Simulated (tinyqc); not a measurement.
Ground states by the convex hull: cluster expansion of a binary alloy: correlations, fit, cross-validation and ground states. Computed by tinyqc, a small Python program. Command: `OMP_NUM_THREADS=1 python tinyqc.py 3023754 3023755 out.jsonl clex walk`. One thread of a shared host (Intel(R) Xeon(R) Processor @ 2.30GHz), about 0.2 s of CPU time with the checks.

s = +1 for A and -1 for B. Energy per site E = J0 + J1 P(point) + sum over clusters of m V P, with P the mean product of spins; V > 0 on a pair favours unlike neighbours. Clusters per site m: pair 1 6, pair 2 3, pair 3 12, triplet 8; the triplet is the triangle of first neighbours. Formation energies are counted from the line between pure A and pure B, which removes J0 and J1.

Inputs (values chosen for the exercise, for a model alloy):
```
quantity                    value      unit
first-pair interaction V1    11.6       meV
second-pair interaction V2    3.3       meV
third-pair interaction V3     1.5       meV
triplet interaction Vt       0.68       meV
noise amplitude               5.7  meV/site
```

Lattice: fcc.

Method:
- Design matrix of formation energies: m (P - 1) for pairs and m (P(triplet) - P(point)) for the triplet; x = (1 - P(point))/2.
- Exact: X V with V = (V1, V2, V3, Vt). The data to fit add the noise amplitude times the normal numbers, standing for what the clusters leave out.
- Leave out pair 3: A = X^T X and b = X^T E (E being the data with noise) over these three columns; solve A V = b. The root-mean-square error runs over the structures between the pure ends.
- Height above the hull = E less the lowest straight line between two structures that bracket x (or the lowest structure at the same x). The three-term fit is X V with the fitted values.

correlations P, counted on periodic cells:
```
                      point    pair 1    pair 2    pair 3   triplet
A                   1.00000   1.00000   1.00000   1.00000   1.00000
A3B L1_2            0.50000   0.00000   1.00000   0.00000  -0.50000
A3B D0_22           0.50000   0.00000   0.66667   0.33333  -0.50000
A3B (001) layers    0.50000   0.33333   0.66667   0.00000   0.50000
A2B (001) layers    0.33333   0.11111   0.55556  -0.33333   0.33333
AB L1_0             0.00000  -0.33333   1.00000  -0.33333   0.00000
AB L1_1             0.00000   0.00000  -1.00000   0.00000   0.00000
A2B2 (001) layers   0.00000   0.33333   0.33333  -0.33333   0.00000
AB2 (001) layers   -0.33333   0.11111   0.55556  -0.33333  -0.33333
AB3 L1_2           -0.50000   0.00000   1.00000   0.00000   0.50000
AB3 D0_22          -0.50000   0.00000   0.66667   0.33333   0.50000
AB3 (001) layers   -0.50000   0.33333   0.66667   0.00000  -0.50000
B                  -1.00000   1.00000   1.00000   1.00000  -1.00000
```

standard normal numbers for the noise (0 for the pure ends): A 0.000, A3B L1_2 0.248, A3B D0_22 0.028, A3B (001) layers -0.340, A2B (001) layers -0.487, AB L1_0 -0.898, AB L1_1 -0.611, A2B2 (001) layers 1.985, AB2 (001) layers 0.042, AB3 L1_2 -0.477, AB3 D0_22 -0.411, AB3 (001) layers 0.241, B 0.000

X:
```
                    pair 1   pair 2    pair 3  triplet
A                   0.0000   0.0000    0.0000   0.0000
A3B L1_2           -6.0000   0.0000  -12.0000  -8.0000
A3B D0_22          -6.0000  -1.0000   -8.0000  -8.0000
A3B (001) layers   -4.0000  -1.0000  -12.0000   0.0000
A2B (001) layers   -5.3333  -1.3333  -16.0000   0.0000
AB L1_0            -8.0000   0.0000  -16.0000   0.0000
AB L1_1            -6.0000  -6.0000  -12.0000   0.0000
A2B2 (001) layers  -4.0000  -2.0000  -16.0000   0.0000
AB2 (001) layers   -5.3333  -1.3333  -16.0000   0.0000
AB3 L1_2           -6.0000   0.0000  -12.0000   8.0000
AB3 D0_22          -6.0000  -1.0000   -8.0000   8.0000
AB3 (001) layers   -4.0000  -1.0000  -12.0000   0.0000
B                   0.0000   0.0000    0.0000   0.0000
```

fitted V1, V2, Vt (meV): 14.9671  3.7419  0.4727

exact energies (meV/site): A 0.000, A3B L1_2 -93.040, A3B D0_22 -90.340, A3B (001) layers -67.700, A2B (001) layers -90.267, AB L1_0 -116.800, AB L1_1 -107.400, A2B2 (001) layers -77.000, AB2 (001) layers -90.267, AB3 L1_2 -82.160, AB3 D0_22 -79.460, AB3 (001) layers -67.700, B 0.000

root-mean-square error of the three-cluster fit = 4.93214 meV/site

Hull among these structures (meV/site):
```
structure               x  exact E  above hull  fitted E  above hull, fit
A                  0.0000     0.00       0.000      0.00            0.000
A3B L1_2           0.2500   -93.04       0.000    -93.58            3.742
A3B D0_22          0.2500   -90.34       2.700    -97.33            0.000
A3B (001) layers   0.2500   -67.70      25.340    -63.61           33.715
A2B (001) layers   0.3333   -90.27      10.693    -84.81           19.982
AB L1_0            0.5000  -116.80       0.000   -119.74            0.000
AB L1_1            0.5000  -107.40       9.400   -112.25            7.482
A2B2 (001) layers  0.5000   -77.00      39.800    -67.35           52.384
AB2 (001) layers   0.6667   -90.27       3.440    -84.81           14.941
AB3 L1_2           0.7500   -82.16       0.000    -86.02            3.742
AB3 D0_22          0.7500   -79.46       2.700    -89.76            0.000
AB3 (001) layers   0.7500   -67.70      14.460    -63.61           26.153
B                  1.0000     0.00       0.000      0.00            0.000
```

lowest exact formation energy = -116.8 meV/site

What follows from these numbers?

On the exact hull: A, A3B L1_2, AB L1_0, AB3 L1_2, B. The fit finds A, A3B D0_22, AB L1_0, AB3 D0_22, B instead; its root-mean-square error is 4.93 meV. A structure at zero height may lie on a tie line without being a vertex, and structures outside this list could lie lower.

Extremes, crossings and ranges named in words are read from the listed rows.
